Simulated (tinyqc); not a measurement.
X-ray reflectivity of a thin film on silicon: critical angles, Parratt recursion, fringes and roughness: one step, computed by the program tinyqc.

n = 1 - delta + i beta; the classical electron radius is r_e = 2.8179403e-6 nm. Layer 0 is vacuum, 1 the film, 2 the substrate.

Task: Optical constants. delta = r_e lambda^2 rho_e/(2 pi), rho_e = density x electrons per mass x N_A; critical angle sqrt(2 delta), q_c = 4 sqrt(pi r_e rho_e).

Inputs (values chosen for the exercise, modelled on Si3N4 on silicon, copper K-alpha radiation): wavelength lambda = 0.15406 nm; film density rho = 2.97 g/cm^3; effective electrons per unit mass, film = 0.502 mol/g; beta/delta, film = 0.017; substrate density = 2.33 g/cm^3; effective electrons per unit mass, substrate = 0.507 mol/g; beta/delta, substrate = 0.023.

Constants: N_A = 6.02214076e+23 1/mol.

Give: the table «Constants» with the columns rho_e (1/nm^3), delta, beta, critical angle (degrees), q_c (1/nm), for layer = film, substrate.

Result:

Constants:
```
layer      rho_e (1/nm^3)       delta        beta  critical angle (degrees)  q_c (1/nm)
film               897.87  9.5575e-06  1.6248e-07                   0.25050     0.35662
substrate          711.40  7.5726e-06  1.7417e-07                   0.22298     0.31744
```
